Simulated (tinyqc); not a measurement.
# Vertical double-diffused power MOSFET, components of the on-resistance, step by step

Numbers from tinyqc (`OMP_NUM_THREADS=1 python tinyqc.py 2230110 2230111 out.jsonl`; about 0.01 s on one thread of a shared Intel Xeon 2.30GHz). Printed values are rounded.

Stripe cells of pitch Wp + a, two channels a cell. Current flows through the channels, spreads in the accumulation layer, passes the gap between the p bodies and spreads at 45 degrees into the drift layer below them. Low drain voltage, full ionisation.

Values chosen for this exercise; bulk values close to those of 4H silicon carbide:

| symbol | value | unit | meaning |
|---|---|---|---|
| T | 300 | K | temperature |
| eps_r | 9.92 |  | relative permittivity |
| Kc | 23900 | V/cm per (cm^-3)^(1/8) | critical-field constant |
| BV | 1700 | V | rated breakdown voltage of the drift layer |
| mud | 814 | cm^2/(V s) | drift mobility at 300 K |
| bt | 2.5 |  | temperature exponent of the drift mobility |
| tox | 47 | nm | gate oxide thickness (eps_r 3.9) |
| Vov | 13 | V | gate overdrive |
| mch | 28 | cm^2/(V s) | channel mobility |
| mac | 64 | cm^2/(V s) | accumulation-layer mobility |
| Lc | 0.5 | um | channel length |
| Wp | 2.5 | um | width of the p body in one cell, channels included |
| a | 2 | um | gap between neighbouring p bodies |
| xp | 1 | um | depth of the p body |
| Nj | 3 |  | doping of the gap over the drift doping |
| Vbi | 2.96 | V | built-in voltage of the body junction |
| Rs | 0.41 | mohm cm^2 | substrate and contact resistance |

Constants: q = 1.602176634e-19 C, eps0 = 8.8541878128e-14 F/cm where lengths are in cm. Results are converted to the units shown.

## Drift layer

Triangular field at breakdown with Ec = Kc N^(1/8): BV = eps0 eps_r Ec^2/(2 q N), so N = (eps0 eps_r Kc^2/(2 q BV))^(4/3); W = 2 BV/Ec; mu = mud (T/300 K)^(-bt); rho = 1/(q mu N); ideal resistance rho W.

drift doping N = 8.96099e15 cm^-3
Ec = 2.35745 MV/cm
drift thickness W = 14.4224 um
electron mobility mu at T = 814 cm^2/(V s)
drift resistivity rho = 0.855676 ohm cm
ideal resistance = 1.23409 mohm cm^2

## Components of the on-resistance

Pitch p = Wp + a, Cox = 3.9 eps0/tox; zero-bias depletion in the gap w0 = sqrt(2 eps0 eps_r Vbi/(q N Nj)), open gap g = a - 2 w0; R_ch = Lc p/(2 mch Cox Vov); R_acc = 0.6 a p/(4 mac Cox Vov), 0.6 being an empirical factor for current leaving the layer along its length; R_gap = (rho/Nj) xp p/g; spreading depth t = min(W, (p - g)/2); R_drift = (rho p/2) ln((g + 2 t)/g) + rho (W - t); R_on = the sum with Rs.

w0 = 0.347454 um
g = 1.30509 um
components (mohm cm^2): channel 0.420664, accumulation 0.220849, gap 0.0983466, drift 1.33571, substrate 0.41
R_on = 2.48557 mohm cm^2
shares (%): channel 16.9243, accumulation 8.8852, gap 3.9567, drift 53.7385, substrate 16.4952

The drift term is the largest. R_on is 2.01 times the ideal drift resistance rho W, and spreading raises the drift term to 1.08 times it.
